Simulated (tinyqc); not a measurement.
Worked calculation: Hubbard ring of 4 sites. Computed by tinyqc, a small Python program that keeps every step. Settings: hopping = 1.8, U = 9.7, mixing = 0.2, iteration cap = 84. Command: `OMP_NUM_THREADS=1 python tinyqc.py 22842 22843 out.jsonl` (the two numbers bound the seeds that draw the settings). One thread of a shared host (Intel(R) Xeon(R) Processor @ 2.60GHz), about 0.3 s of CPU time with the checks.

one-body matrix (hopping and site energies) (eV), order 1, 2, 3, 4:
$$\begin{pmatrix}
0.57000 & -1.80000 & 0.00000 & -1.80000 \\
-1.80000 & 0.08000 & -1.80000 & 0.00000 \\
0.00000 & -1.80000 & 0.93000 & -1.80000 \\
-1.80000 & 0.00000 & -1.80000 & 0.66000
\end{pmatrix}$$

U = 9.70000 eV

electrons, up and down: [2, 1]

n(up) at the start (a guess, not normalised): 1 0.80000, 2 0.20000, 3 0.80000, 4 0.20000

n(down) at the start (a guess): 1 0.00000, 2 0.55000, 3 0.00000, 4 0.55000

Each step fills the lowest levels of T + U n(other spin) and sets n(new) = n + mixing (n(out) - n); stop when output and input agree to 1e-8.

Course of the cycle:
```
iteration      E (eV)  largest |n(out) - n(in)|  mean |n_up - n_down|
1          -1.5014623                  2.73e-01               0.55701
2          -1.5669020                  2.11e-01               0.55370
3          -1.6111164                  1.71e-01               0.55003
4          -1.6449829                  1.46e-01               0.54641
5          -1.6752153                  1.31e-01               0.54299
6          -1.7056849                  1.22e-01               0.53974
7          -1.7384581                  1.18e-01               0.53655
8          -1.7743858                  1.16e-01               0.53485
9          -1.8133932                  1.15e-01               0.55016
10         -1.8546618                  1.13e-01               0.56532
11         -1.8968325                  1.10e-01               0.57984
...               ...                       ...                   ...
74         -2.1673883                  1.44e-04               0.67235
75         -2.1673883                  1.30e-04               0.67235
76         -2.1673883                  1.17e-04               0.67235
77         -2.1673883                  1.05e-04               0.67235
78         -2.1673883                  9.49e-05               0.67235
79         -2.1673883                  8.56e-05               0.67235
80         -2.1673884                  7.72e-05               0.67235
81         -2.1673884                  6.96e-05               0.67235
82         -2.1673884                  6.28e-05               0.67235
83         -2.1673884                  5.67e-05               0.67235
84         -2.1673884                  5.11e-05               0.67235
```

Can the last value be used, and what does the course show?

Not by the stop rule, although the second column moves by less than 1e-07 over the last three steps. Not converged within 84 iterations: the residual falls steadily but slowly, by a factor of about 0.90 a step. The lowest mean-field energy found from random starts is -2.23925 eV. Reruns (cap 100 unless said): mixing 0.5: converged in 64 to a higher stationary point (E = -2.16739); mixing 0.9: converged in 32 to a higher stationary point (E = -2.16739); the original settings with a cap of 400: converged in 169 to a higher stationary point (E = -2.16739).
